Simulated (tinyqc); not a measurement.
Inside a calculation. Method: coherent transport through a tight-binding region between two chains. One step of it, computed by the program tinyqc.

Task: Transmission at E = -0.68 eV. Surface Green function g = (E - i sqrt(4 t^2 - E^2)) / (2 t^2); self-energy tc^2 g on each contact site; G = (E - H - Sigma)^(-1); Gamma = -2 Im Sigma; T = Gamma_L Gamma_R |G_LR|^2; local density of states -Im G_ii / pi.

H of the central region (eV):
```
[[0.480000, -1.090000],
 [-1.090000, 0.330000]]
```

Leads: semi-infinite chains with site energy 0:
```
parameter                           value
lead hopping t (eV)              1.080000
coupling to the left lead (eV)   0.810000
coupling to the right lead (eV)  0.850000
left contact site                       1
right contact site                      2
```

E = -0.680000 eV

Give: g; G; local density of states; transmission.

Result:

g = -0.2915-0.8788i 1/eV

G (1/eV):
```
[[-0.0339-0.7675i, 0.4813-0.6642i],
 [0.4813-0.6642i, 0.0764-0.8449i]]
```

local density of states (1/eV): [0.2443, 0.2689]

transmission = 0.9853
